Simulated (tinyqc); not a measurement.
Length of a molecular wire: coherent transport through a tight-binding bridge. Computed by the program tinyqc. T = Gamma_L Gamma_R |G_1n|^2 with the self-energies of semi-infinite chains.

A uniform bridge between two chains:
```
parameter                        value
site energy (eV)              2.280000
hopping in the bridge (eV)    0.940000
lead hopping (eV)             2.340000
couplings (eV)              0.93, 0.33
E (eV)                       -0.330000
```

Transmission against length:
```
sites           T     ln T
2      1.7179e-03   -6.367
3      3.0774e-04   -8.086
4      5.5565e-05   -9.798
5      1.0047e-05  -11.508
6      1.8172e-06  -13.218
7      3.2869e-07  -14.928
8      5.9453e-08  -16.638
10     1.9451e-09  -20.058
```

Estimate the missing row, sites = 9.

Computed row:
```
sites           T     ln T
9      1.0754e-08  -18.348
```

E lies outside the band of the bridge (|E - e|/2h = 1.388 > 1), so T decays as exp(-beta n) with beta = 2 arccosh(1.388) = 1.7099 a site; the last two rows give 1.7099.
